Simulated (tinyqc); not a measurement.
Worked calculation: spin coating of a resist or spin-on film: centrifugal thinning, evaporation and the final thickness (Emslie and Meyerhofer models). Computed by tinyqc, a small Python program that keeps every step. Command: `OMP_NUM_THREADS=1 python tinyqc.py 3110021 3110022 out.jsonl spincoat walk`. One thread of a shared host (Intel(R) Xeon(R) Processor @ 2.30GHz), about 0.08 s of CPU time with the checks. Intermediate numbers are printed to about 7 digits and carried at full precision; extremes and crossings named in words are read from the listed rows.

A Newtonian film stays uniform over the wafer; solvent and solids have the same density and the concentration is uniform through the thickness.

Inputs (values chosen for the exercise, of the order of those of a polymer resist in an ester solvent):
```
quantity                                 value          unit
solids volume fraction c0                 0.13             -
kinematic viscosity of the solvent nu_s    2.4        mm^2/s
viscosity constant k                       730        mm^2/s
viscosity exponent gamma                   2.8             -
spin speed f                              1500           rpm
evaporation rate at 1000 rpm e0          0.087  micrometre/s
starting thickness h0                      100    micrometre
time t                                    0.77             s
wafer radius R                             150            mm
shrinkage in the bake                      8.4             %
```

## Rates

omega = 2 pi f/60; nu(c) = nu_s + k c^gamma; evaporation rate e = e0 sqrt(f/1000 rpm). Flow constant K = 2 omega^2/(3 nu(c0)); Reynolds number of the air omega R^2/nu_air with nu_air = 15 mm^2/s.

omega = 157.0796 1/s

nu(c0) = 4.811927 mm^2/s

evaporation rate e = 0.1065528 micrometre/s

flow constant K = 0.003418451 1/(micrometre^2 s)

Reynolds number of the air = 235619.4

## Thinning without evaporation

dh/dt = -K h^3 gives h = h0/sqrt(1 + 2 K h0^2 t); for long times h = 1/sqrt(2 K t).

h(t) without evaporation = 13.65334 micrometre

long-time form = 13.78240 micrometre

time 1/(2 K h0^2) = 0.01462651 s

The long-time form is within 0.95 %: the starting thickness is forgotten.

## The two-stage estimate

Meyerhofer estimate: flow rules until (1 - c0) K h^3 = e, then evaporation alone: h_w = (e/((1 - c0) K))^(1/3), dry film c0 h_w.

wet thickness h_w = 3.296644 micrometre

dry film, estimate = 428.5637 nm

drying time (1 - c0) h_w/e = 26.91699 s

## First explicit step of the full model

Solids s and liquid l per area start at s = c0 h0, l = (1 - c0) h0. With h = h0 and c = c0: Q = K h^3, K = 2 omega^2/(3 nu); one Euler step of length dt = 0.01 h0/Q for s and l, ds/dt = -c Q, dl/dt = -(1 - c) Q - e.

Q = 3418.451 micrometre/s

dt = 2.925301e-04 s

s = 12.87 micrometre

l = 86.12997 micrometre

Q/e at the start = 32082.23

## The full model

Full model for solids s and liquid l per area, h = s + l, c = s/h: ds/dt = -c Q, dl/dt = -(1 - c) Q - e, Q = 2 omega^2 h^3/(3 nu(c)); integrated adaptively (relative tolerance 1e-9) until l = 0. Dry film = s at l = 0, before the bake; film after the bake = s x (1 - shrinkage).

time to dry = 34.63027 s

dry film = 476.9839 nm

film after the bake = 436.9173 nm

## Course in time

Times are fractions of the time to dry.

History:
```
fraction     t (s)  h (micrometre)          c  nu (mm^2/s)           Q/e    s (nm)
0.003      0.10389        35.12720  0.1300298       4.8135  1.390130e+03  4567.584
0.010      0.34630        20.12239  0.1301644       4.8205  2.609350e+02  2619.218
0.030      1.03891        11.75866  0.1308278       4.8552  5.169545e+01  1538.360
0.100      3.46303         6.40459  0.1350781       5.0851  7.975508e+00   865.120
0.200      6.92605         4.42282  0.1450231       5.6760  2.353078e+00   641.411
0.350     12.12059         3.15041  0.1685822       7.3934  6.528919e-01   531.103
0.500     17.31513         2.38824  0.2064577      11.2074  1.876329e-01   493.070
0.700     24.24119         1.58928  0.3013082      27.7836  2.230464e-02   478.863
0.900     31.16724         0.84606  0.5638326     149.1382  6.268905e-04   477.034
```

Q/e drops below 1 between t = 6.9 and 12 s, when c has risen from 0.13 to about 0.169; after that row the solids fall by a further 10 %. The full model gives 1.11 times the two-stage estimate.

## Spin curve

The formulas are those given above.

Dry film against speed:
```
f (rpm)  full model (nm)  estimate (nm)  time to dry (s)
500             826.1033       742.2942         103.8012
1000            584.1755       524.8812          51.9342
1500            476.9839       428.5637          34.6303
2000            413.0826       371.1471          25.9755
3000            337.2821       303.0403          17.3188
4000            292.0955       262.4406          12.9898
6000            238.4954       214.2819           8.6603
```

The full thickness goes as f^-0.500; the estimate as (e/omega^2)^(1/3) = f^(-1/2). The time to dry goes as f^-1.00. A thickness window of 1 % allows a speed error of about 2 %.

Checks made by the program: constant-viscosity run against c0 h0 exp(-int K h^2 dt) (relative difference 9e-06).
